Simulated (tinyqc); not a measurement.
Gap and voltage scale from two read currents.

Inverse problem. I = I0 exp(-g/g0) sinh(Vd/V0) at a fixed gap. Find V0 and g.

Inputs (values chosen for the exercise):

| symbol | value | unit | meaning |
|---|---|---|---|
| I0 | 1.1 | mA | current scale |
| g0 | 0.23 | nm | tunnelling length |

I at Vd = 0.1 and 0.4 V (uA): 0.21529211  0.95341983

Solution. The ratio of the currents depends on V0 alone and falls steadily as V0 grows; either current then gives g.

V0 = 0.490 V
g = 1.60 nm

Program tinyqc, `OMP_NUM_THREADS=1 python tinyqc.py 2880011 2880012 out.jsonl`; Intel Xeon 2.30GHz, shared host, one thread, about 0.05 s.
